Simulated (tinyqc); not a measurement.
Q-state Potts model on a small periodic square lattice: enumeration, Metropolis, heat-bath and Wolff steps: one step, computed by the program tinyqc.

E = -J x (number of nearest-neighbour bonds with equal states); n x n sites with periodic edges have 2 n^2 bonds. Order parameter m = (q f - 1)/(q - 1), f being the largest share of one state. Sites are numbered row by row from 0. Here q = 2 and n = 4.

Question. One Wolff cluster. Seed site = floor(r n^2); new state = (old + 1 + floor(r (q - 1))) mod q. Sites are taken first in, first out; each neighbour (right, left, below, above) with the seed state and not yet in the cluster joins if the next r < p. The cluster then takes the new state.

Inputs (values chosen for the exercise, for a model of domains or grain orientations): temperature T = 253 K.

Update: Wolff cluster.

start states:
```
   1  2  3  4
1  1  0  1  0
2  0  0  1  1
3  0  1  1  1
4  0  0  1  0
```

random numbers, used in turn: 0.2870  0.5256  0.4360  0.9094  0.6897  0.3868  0.9127  0.8399  0.2004  0.0626  0.8803  0.6712  0.5770  0.8263  0.0688  0.4745  0.4815  0.1543  0.2126  0.0009  0.8653  0.5205  0.4554  0.5923  0.9369  0.5715  0.7455  0.7551  0.0447  0.6105  0.4021  0.8910  0.1259  0.5930  0.8631  0.4178  0.9542  0.4065  0.9874  0.9761  0.9906  0.4864  0.5100  0.0890  0.6209  0.8836  0.5623  0.0936  0.9663  0.8948  0.5999  0.1462  0.2111  0.7027  0.3486  0.8885  0.8691  0.3852  0.8512  0.0359  0.7850  0.6227  0.3756  0.1753  0.8952  0.5148

p = 0.5414795

Give: the table «Bonds tested» with the columns to, r, result; seed site; cluster size; states afterwards.

Answer.

Bonds tested:
```
from  to       r  result
4      5  0.4360   joins
4      8  0.9094      no
5      1  0.6897      no
```

seed site = 4

cluster size = 2

states afterwards:
```
   1  2  3  4
1  1  0  1  0
2  1  1  1  1
3  0  1  1  1
4  0  0  1  0
```
